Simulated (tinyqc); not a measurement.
Gain factor and gap resistance from two string resistances.

Problem. At small bit-line voltage each of the 64 cells has the resistance 1/(K x) at overdrive x (no mobility reduction) in series with a gap resistance Rg. Find K, Rg and the share of the gaps at the higher overdrive.

resistance of a string of 64 equal cells at overdrives of 3.4 and 8.8 V (kohm): [1116.1516, 474.44040]

Solution. The resistance per cell is a straight line in 1/x with slope 1/K and intercept Rg.

K = 18.0 uA/V^2
Rg = 1.10 kohm
share of the gaps = 14.8 %

Computed by the program tinyqc: `OMP_NUM_THREADS=1 python tinyqc.py 2142105 2142106 out.jsonl`, one thread of a shared Intel Xeon 2.30GHz, about 1 s for the whole run.
